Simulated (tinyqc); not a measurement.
Stretching the bonds: Weaire-Thorpe hybrids on a Bethe lattice: gap and dangling bond of an amorphous tetrahedral solid.

Inputs chosen for the exercise (out of a larger set: of the size of tabulated hybrid energies for tetrahedral carbon; not measured data): V1 = 2.03 eV (coupling of two hybrids on one atom); V2 = 10.76 eV (coupling of the two hybrids of a bond).

V2 is scaled as (d0/d)^2 and V1 stays. Bound 2 V2 - 4 V1; tree V2 - 2 V1 + sqrt(V2^2 + 4 V1^2 - 2 sqrt3 V1 V2); a negative bound means that a network with rings may have no gap.

Against d/d0:

| d/d0 | V2 (eV) | V2/V1 | bound (eV) | tree (eV) |
|---|---|---|---|---|
| 0.96 | 11.675 | 5.751 | 15.231 | 16.023 |
| 0.98 | 11.204 | 5.519 | 14.287 | 15.095 |
| 1.00 | 10.760 | 5.300 | 13.400 | 14.223 |
| 1.02 | 10.342 | 5.095 | 12.564 | 13.404 |
| 1.04 | 9.948 | 4.901 | 11.776 | 12.633 |
| 1.07 | 9.398 | 4.630 | 10.676 | 11.561 |
| 1.10 | 8.893 | 4.381 | 9.665 | 10.580 |
| 1.15 | 8.136 | 4.008 | 8.152 | 9.122 |

What does the comparison show?

The bound falls by 431 meV for each per cent of stretch near d0 and vanishes at d/d0 = 1.628, beyond the table. Weak, stretched bonds therefore put states closest to the edges, one origin of band tails.

Program tinyqc; command `OMP_NUM_THREADS=1 python tinyqc.py 1480731 1480732 out.jsonl`; about 0.02 s on one thread of a shared Intel(R) Xeon(R) Processor @ 2.30GHz.
